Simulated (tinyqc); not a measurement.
# p-i-n junction, non-linear Poisson equation by Newton steps: effects of single changes

One dimension, p side on the left, n side on the right; net doping C = -Na for x < 0, 0 for 0 < x < Li and +Nd beyond. The potential psi is counted from the intrinsic level, and the quasi-Fermi potentials are flat: 0 for holes and -V for electrons, so n = ni exp((psi + V)/Vt) and p = ni exp(-psi/Vt) (Boltzmann statistics, full ionisation, no current).

Values chosen for this exercise; band and dielectric values close to those of silicon: temperature T = 300 K; band gap Eg = 1.11 eV; relative permittivity eps_r = 11.8; conduction-band density of states at T Nc = 2.8e19 cm^-3; valence-band density of states at T Nv = 2.69e19 cm^-3; acceptor density of the p side Na = 4e16 cm^-3; donor density of the n side Nd = 6.2e17 cm^-3; bias of the p side against the n side V = 0.43 V; width of the undoped layer, from x = 0 to Li Li = 270 nm.

Constants: q = 1.602176634e-19 C, kB = 1.380649e-23 J/K, Vt = kB T/q, eps0 = 8.8541878128e-14 F/cm where lengths are in cm. Results are converted to the units shown.

Each table varies one quantity; the others keep the values above.

## Capacitance and field against bias

The Poisson equation d/dx(eps0 eps_r dpsi/dx) = -q (p - n + C) is solved on a mesh of more than 1000 nodes that ends in neutral material (psi_p = -Vt ln(Na/ni), psi_n = Vt ln(Nd/ni) - V). C_j = q d/dV of the integral of p over x, from the linearised equation. ni = sqrt(Nc Nv) exp(-Eg/(2 Vt)), Eg in volts. Depletion approximation: Vbi = Vt ln(Na Nd/ni^2), W = sqrt(2 eps0 eps_r (Vbi - V)(1/Na + 1/Nd)/q), xp = W Nd/(Na + Nd), xn = W Na/(Na + Nd), peak field 2 (Vbi - V)/W, capacitance eps0 eps_r/W. The last column applies it to an abrupt Na-Nd junction.

Result of one run:
```
V (V),peak |E| (kV/cm),C_j (nF/cm^2),1/C_j^2 (cm^4/uF^2),eps0 eps_r/C_j (nm),abrupt depletion C (nF/cm^2)
-8.55,207.5,16.58,3638,630.2,18.30
```

What becomes of these results when the bias of the p side against the n side V is changed from -8.55 to -1.32 V, all else the same?

Result of the changed run:
```
V (V),peak |E| (kV/cm),C_j (nF/cm^2),1/C_j^2 (cm^4/uF^2),eps0 eps_r/C_j (nm),abrupt depletion C (nF/cm^2)
-1.32,70.40,27.42,1330,381.0,38.13
```

The whole series:
```
V (V),peak |E| (kV/cm),C_j (nF/cm^2),1/C_j^2 (cm^4/uF^2),eps0 eps_r/C_j (nm),abrupt depletion C (nF/cm^2)
0.13,46.10,35.61,788.7,293.4,66.41
-1.32,70.40,27.42,1330,381.0,38.13
-2.76,100.8,23.60,1795,442.7,29.54
-4.21,130.7,21.05,2258,496.5,24.95
-5.66,158.4,19.18,2719,544.8,21.99
-7.11,183.9,17.73,3180,589.2,19.89
-8.55,207.5,16.58,3638,630.2,18.30
-10,229.9,15.62,4099,668.9,17.03
```

With V going from 0.13 to -10 V, C_j falls from 35.6 to 15.6 nF/cm^2 and the peak field rises from 46.1 to 230 kV/cm. The slope of 1/C_j^2, read as N = 2/(q eps0 eps_r |slope|), gives 3.20e16 cm^-3 between the first two rows and 3.76e16 cm^-3 between the last two, against Na Nd/(Na + Nd) = 3.76e16 cm^-3; it is not a straight line, so no single doping describes it. At the end C_j goes as (Vbi - V)^(-0.42) with Vbi = 0.843 V, and it is 8.3 % below the abrupt depletion formula (at the first row 46 % below it).

## Effect of the width of the undoped layer

Same model as above.

The abrupt values quoted are those of these depletion formulas.

Results:
```
Li (nm),peak |E| (kV/cm),C_j (nF/cm^2),eps0 eps_r/C_j (nm)
34,58.2,92.3,113
68,51.6,84.4,124
95,48.6,76.7,136
140,45.8,64.9,161
190,44.4,54.8,191
270,43.4,43.8,239
```

Estimate the missing row, Li = 48 nm.

Computed row:
```
Li (nm),peak |E| (kV/cm),C_j (nF/cm^2),eps0 eps_r/C_j (nm)
48,55.0,89.5,117
```

With this row back in the table: As Li grows from 34 to 270 nm, the peak field falls from 58.2 to 43.4 kV/cm and C_j falls from 92.3 to 43.8 nF/cm^2. The abrupt depletion formulas give 69.0 kV/cm and W = 120 nm; the first row's field is 16 % below that and the last row's 37 % below it. The same voltage drops over a longer distance, so the field falls.

Computed by the program tinyqc: `OMP_NUM_THREADS=1 python tinyqc.py 2000134 2000135 out.jsonl`, one thread of a shared Intel Xeon 2.30GHz, about 0.09 s for the whole run.
